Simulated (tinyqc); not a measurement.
Electron continuity equation in a given potential, Scharfetter-Gummel discretisation: two steps of the calculation.

Steady state in one dimension: J = q mu n E + q D dn/dx with E = -dpsi/dx and D = mu Vt, dJ/dx = 0, fixed densities nL and nR at the ends. The potential is given, psi = 0 for x < L/2 and U (2 x/L - 1) beyond, and is not changed by the electrons.

Parameters, values chosen for the exercise; mobility close to that of silicon at room temperature: temperature T = 293 K; electron mobility mu = 1360 cm^2/(V s); length of the region L = 2.5 um; density at x = 0 nL = 5.4e13 cm^-3; density at x = L nR = 4.8e14 cm^-3.

Constants: q = 1.602176634e-19 C, kB = 1.380649e-23 J/K, Vt = kB T/q. Results are converted to the units shown.

Task 1. Tridiagonal system for the inner nodes. Row i (1 to 8): B(-d_(i-1)) n_(i-1) + b_i n_i + B(d_i) n_(i+1) = f_i with b_i = -B(-d_i) - B(d_(i-1)) and f_i = 0; the known end values are moved to the right: f_1 loses B(-d_0) nL and f_8 loses B(d_8) nR. h = L/9, D = mu Vt.

```
interval       B(d_i)    B(-d_i)
0                   1          1
1                   1          1
2                   1          1
3                   1          1
4          0.15804330  3.1504864
5         0.015098964  5.9999851
6         0.015098964  5.9999851
7         0.015098964  5.9999851
8         0.015098964  5.9999851
```

Find: diagonal b; right side f.

Result 1.

```
node  diagonal b  right side f (cm^-3)
1        -2.0000            -5.4000e13
2        -2.0000                     0
3        -2.0000                     0
4        -4.1505                     0
5        -6.1580                     0
6        -6.0151                     0
7        -6.0151                     0
8        -6.0151            -7.2475e12
```

Task 2. Densities and current. B(d_i) and B(-d_i) are the Bernoulli factors of the potential steps, b and f the diagonal and right side. Solve B(-d_(i-1)) n_(i-1) + b_i n_i + B(d_i) n_(i+1) = f_i (end values already in f), then J_i = (q D/h) [n_(i+1) B(d_i) - n_i B(-d_i)], h = L/9, D = mu Vt.

```
interval       B(d_i)    B(-d_i)
0                   1          1
1                   1          1
2                   1          1
3                   1          1
4          0.15804330  3.1504864
5         0.015098964  5.9999851
6         0.015098964  5.9999851
7         0.015098964  5.9999851
8         0.015098964  5.9999851
```

```
node  diagonal b  right side f (cm^-3)
1             -2               -5.4e13
2             -2                     0
3             -2                     0
4     -4.1504864                     0
5     -6.1580284                     0
6     -6.0150840                     0
7     -6.0150840                     0
8     -6.0150840         -7.2475029e12
```

Wanted: n; J.

Result 2.

n, node 0 to 9 (cm^-3): 5.400e13  4.152e13  2.903e13  1.655e13  4.067e12  2.086e12  2.086e12  2.089e12  3.288e12  4.800e14
J, interval 0 to 8 (A/cm^2): -2.472  -2.472  -2.472  -2.472  -2.472  -2.472  -2.472  -2.472  -2.472

tinyqc, about 0.01 s, one thread, Intel Xeon 2.30GHz (shared host): `OMP_NUM_THREADS=1 python tinyqc.py 2220023 2220024 out.jsonl`
